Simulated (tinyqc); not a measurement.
Minority-electron transport through the base of a bipolar transistor (Moll-Ross and Kroemer integrals): one step, computed by the program tinyqc.

Low injection, one dimension, x from the emitter edge (0) to the collector edge (W), s = x/W. Recombination is treated as a small correction (valid for tau_B well below tau_n), computed from the stored charge.

Problem. Profile and built-in field. N(x) = N_0 (ratio)^(-s^2); n_i(x)^2 = n_i^2 exp(s dE_g/k_B T); D(x) = (k_B T/e) mu, mu = mu_min + (mu_max - mu_min)/(1 + (N/N_ref)^0.7). Field that drives electrons towards the collector, averaged over the base: (k_B T/e) ln[N_0 n_i(W)^2/(N(W) n_i^2)]/W.

Inputs (values chosen for the exercise, modelled on silicon):
```
quantity                               value        unit
base doping at the emitter edge N_0  2.8e+18      1/cm^3
base width W                              91          nm
mu_min                                   230  cm^2/(V s)
mu_max                                  1380  cm^2/(V s)
N_ref                                1.9e+17      1/cm^3
temperature T                            300           K
doping ratio N_0/N(W)                     11           -
gap narrowing across the base dE_g       100         meV
```

Base doping profile: Gaussian. Gap grading: linear. Exit of the base: infinite sink.

Constants: k_B = 8.617333262e-05 eV/K.

Give: Across the base; drift factor eta (potential drop in k_B T/e); mean built-in field.

Solution.

Across the base:
```
s    N (1/cm^3)  n_i(x)^2/n_i^2  D (cm^2/s)  y (s/cm^5)
0.0   2.800e+18            1.00        9.87   2.837e+17
0.2   2.544e+18            2.17       10.11   1.161e+17
0.4   1.908e+18            4.70       10.88   3.732e+16
0.6   1.181e+18           10.18       12.42   9.337e+15
0.8   6.035e+17           22.08       15.11   1.810e+15
1.0   2.545e+17           47.85       19.29   2.757e+14
```

drift factor eta (potential drop in k_B T/e) = 6.266

mean built-in field = 17.80 kV/cm
